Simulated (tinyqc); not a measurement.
Deep-level transient spectroscopy: one step of the calculation.

Schottky contact on an n-type layer with shallow donors Nd (all ionised) and a donor-like deep trap, neutral when filled and positive when empty; depletion approximation. Traps within lam of the depletion edge stay filled. A long pulse to Vp fills the traps beyond x1 = Wp - lam; back at Vr those between x1 and x2 = Wr - lam emit. A rate window reads S = C(t2) - C(t1).

Task. The transient. W(t)^2 = Wr^2 + (Nt/Nd)(x2^2 - x1^2) exp(-en t), C = eps0 eps_r/W; for small Nt, dC/C = -(Nt/2 Nd) G exp(-en t) with G = (x2^2 - x1^2)/Wr^2. S = C(t2) - C(t1).

Inputs (values chosen for the exercise); material values close to those of indium phosphide: relative permittivity eps_r = 12.4; shallow donor density Nd = 2.9e16 cm^-3; trap density Nt = 1.4e14 cm^-3; first sampling time t1 = 1 ms; second sampling time t2 = 2 ms.

Constants: eps0 = 8.8541878128e-14 F/cm where lengths are in cm. Results are converted to the units shown.

t, sample 0 to 6 (ms): 0  0.5  1  1.5  2  4  10
en = 1451.7947 1/s
Wr = 518.76550 nm
G = (x2^2 - x1^2)/Wr^2 = 0.49502060

Find: C; C - C(final); S.

Result.

```
sample  C (nF/cm^2)  C - C(final) (pF/cm^2)
0             21.14                  -25.24
1             21.15                  -12.23
2             21.16                   -5.92
3             21.16                   -2.86
4             21.16                   -1.39
5             21.16                   -0.08
6             21.16                    0.00
```

S = 4.532 pF/cm^2

Program tinyqc, `OMP_NUM_THREADS=1 python tinyqc.py 2050074 2050075 out.jsonl`; Intel Xeon 2.30GHz, shared host, one thread, about 0.01 s.
